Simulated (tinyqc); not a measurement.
Thermal and gravitational stress in a wafer during furnace and rapid thermal processing, and the onset of slip: one step, computed by the program tinyqc. Command: `OMP_NUM_THREADS=1 python tinyqc.py 3020595 3020596 out.jsonl slip walk`. One thread of a shared host (Intel(R) Xeon(R) Processor @ 2.30GHz), about 0.01 s of CPU time with the checks.

A thin free disc in plane stress, isotropic; T(r) = T_centre + dT (r/R)^n with n = 2. Stress is positive in tension; sigma_SB = 5.670374419e-8 W/(m^2 K^4), g = 9.80665 m/s^2.

Task: Slip criterion. With x = r/R: s_rr = alpha E dT (1 - x^n)/(n + 2), s_tt = alpha E dT [1 - (n + 1) x^n]/(n + 2). Critical resolved stress tau_c = A exp(U/(k_B T)), a form chosen for the exercise; slip when 0.492799 |s_tt(R)| > tau_c; allowed |dT| = tau_c (n + 2)/(0.492799 n alpha E).

Inputs (values chosen for the exercise, modelled on silicon):
```
quantity,value,unit
Young's modulus E,139,GPa
expansion alpha,4.14,1e-6/K
edge less centre temperature dT,7.6,K
temperature T,1475,K
prefactor A of the critical stress,0.00024,MPa
energy U of the critical stress,1.08,eV
```

Temperature profile: parabolic.

hoop stress at the edge = -2.186748 MPa

Constants: k_B = 8.617333262e-05 eV/K.

Give: critical stress tau_c; resolved over critical stress; allowed |dT|.

Result:

critical stress tau_c = 1.176 MPa

resolved over critical stress = 0.9165

allowed |dT| = 8.293 K

No slip; the margin is a factor 1.1.
